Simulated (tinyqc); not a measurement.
Gaps across the alloy: alloy A(1-x)B(x) by interpolation with bowing.

Each gap follows E(x) = (1 - x) E_A + x E_B - C x (1 - x); the lattice constant follows Vegard, a(x) = (1 - x) a_A + x a_B.

Constants: hc = 1239.841984 eV nm.

Inputs chosen for the exercise (A near AlAs, B near GaAs; shifted at random, so the results belong to these values and not to a real crystal): a = (5.66, 5.647) angstrom (lattice constant of A, B); Eg = (3.099, 1.501) eV (gap at Gamma to the s-like level of A, B); EgX = (2.211, 1.986) eV (gap to the lowest valley along Gamma-X of A, B); EgL = (2.435, 1.834) eV (gap to L of A, B); C = (0.418, 0.052, 0) eV (bowing of the Gamma, X and L gaps).

Eleven compositions.

Gaps (eV):

| x | a (angstrom) | Gamma | X | L | lowest | wavelength (nm) |
|---|---|---|---|---|---|---|
| 0.0 | 5.6600 | 3.099 | 2.211 | 2.435 | X | 561 |
| 0.1 | 5.6587 | 2.902 | 2.184 | 2.375 | X | 568 |
| 0.2 | 5.6574 | 2.713 | 2.158 | 2.315 | X | 575 |
| 0.3 | 5.6561 | 2.532 | 2.133 | 2.255 | X | 581 |
| 0.4 | 5.6548 | 2.359 | 2.109 | 2.195 | X | 588 |
| 0.5 | 5.6535 | 2.196 | 2.086 | 2.135 | X | 595 |
| 0.6 | 5.6522 | 2.040 | 2.064 | 2.074 | Gamma | 608 |
| 0.7 | 5.6509 | 1.893 | 2.043 | 2.014 | Gamma | 655 |
| 0.8 | 5.6496 | 1.754 | 2.023 | 1.954 | Gamma | 707 |
| 0.9 | 5.6483 | 1.623 | 2.004 | 1.894 | Gamma | 764 |
| 1.0 | 5.6470 | 1.501 | 1.986 | 1.834 | Gamma | 826 |

How do the results move, and what explains it?

The lowest valley changes at x = 0.582 (X to Gamma, gap 2.067 eV). The Gamma gap is monotonic, since its bowing (0.418 eV) is smaller than the difference of the end gaps (1.598 eV); at x = 0.5 bowing lowers it by C/4 = 0.104 eV.

Computed by tinyqc, a small Python program: `OMP_NUM_THREADS=1 python tinyqc.py 1081135 1081136 out.jsonl` (the numbers bound the seed that draws the inputs); one thread of a shared host (Intel(R) Xeon(R) Processor @ 2.30GHz), about 0.01 s for the whole set of steps.
